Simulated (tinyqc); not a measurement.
Inside a calculation. Model: floating body of a partially depleted SOI transistor: body voltage and kink.

tinyqc, about 0.2 s, one thread, Intel Xeon 2.30GHz (shared host): `OMP_NUM_THREADS=1 python tinyqc.py 2182214 2182215 out.jsonl` Printed values are rounded.

Source at 0 V. Channel current Ic = 2 nf K Vt^2 [F(0) - F(Vd)](1 + la Vd), F(V) = ln^2(1 + exp((Vg - VT - nf V)/(2 nf Vt))), VT = VT0 - gb Vb. Saturation voltage Vs = 2 Vt sqrt(F(0)) + 3 Vt, excess Ve = (Vd - Vs + sqrt((Vd - Vs)^2 + 0.0004 V^2))/2, multiplication M1 = Ai Ve exp(-Bl/Ve). Each junction passes D(v) = J1 (exp(v/Vt) - 1) + J2 (exp(v/(2 Vt)) - 1). Bipolar current Ib = bb J1 (exp(Vb/Vt) - 1). The body settles where M1 (Ic + Ib) = D(Vb) + D(Vb - Vd) + Vb/Rb; drain current Id = (1 + M1)(Ic + Ib) - D(Vb - Vd).

Values chosen for this exercise; values of the order met in partially depleted silicon-on-insulator transistors: temperature T = 330 K; threshold at zero body voltage VT0 = 0.52 V; fall of the threshold per volt of body voltage gb = 0.3; slope factor nf = 1.38; gain factor per width K = 300 uA/(V^2 um); channel-length modulation factor la = 0.07 1/V; impact-ionisation prefactor Ai = 3.61 1/V; impact-ionisation voltage Bl = 7 V; diffusion saturation current of each junction J1 = 5.1e-12 uA/um; recombination saturation current of each junction J2 = 2.3e-7 uA/um; gain of the lateral bipolar transistor on the diffusion current bb = 3; resistance of a weak body tie to the source (1e9 stands for no tie, and the term is then dropped) Rb = 1e9 kohm um; gate voltage Vg = 0.98 V; drain voltage Vd = 1.6 V.

Constants: q = 1.602176634e-19 C, kB = 1.380649e-23 J/K, Vt = kB T/q. Results are converted to the units shown.

Range of the model: The multiplication law is an empirical form chosen for the exercise; self-heating and capacitive coupling to the body are left out, and the linear laws are rough once Vb passes about 0.7 V or M1 about 0.1.

## Starting value

Vb = 0.61 V.

Vb at the start = 0.61 V

## Iteration 1: new Vb

Current into the body I_in = M1 (Ic + Ib) - D(Vb - Vd), current out I_out = D(Vb) + Vb/Rb; f = ln(I_in/I_out), s = df/dVb by central differences over 1e-5 V, Vb(new) = Vb - f/s.

Ic = 49.9768 uA/um
Ve = 1.04883 V
M1 = 0.00478270
I_in = 0.239176 uA/um
I_out = 0.0210205 uA/um
f = 2.43170
s = -27.0484 1/V
Vb after iteration 1 = 0.699902 V

## Iteration 2: new Vb

As before.

Ic = 54.2561 uA/um
Ve = 1.02929 V
M1 = 0.00413512
I_in = 0.227447 uA/um
I_out = 0.300017 uA/um
f = -0.276923
s = -32.4718 1/V
Vb after iteration 2 = 0.691374 V

## Course of the iteration

Stop when the step is below 1e-10 V, or after 40 iterations.

Course of the iteration:

| iteration | Vb before the step (V) | step (V) |
|---|---|---|
| 1 | 0.61 | 0.0899 |
| 2 | 0.699902 | -8.53e-3 |
| 3 | 0.691374 | -3.58e-5 |
| 4 | 0.691338 | -7.37e-10 |
| 5 | 0.691338 | 0 |

Converged in 5 iterations.

## Drain current with floating and with grounded body

converged Vb = 0.691338 V

Id and VT at the converged Vb, Id at Vb = 0, their ratio, and the bipolar share Ib/(Ic + Ib).

VT = 0.312599 V
Id, floating = 54.6221 uA/um
Id, grounded = 25.8923 uA/um
ratio = 2.10959
bipolar share = 1.01693 %

The body rises to 0.691 V and lowers the threshold by 207 mV.
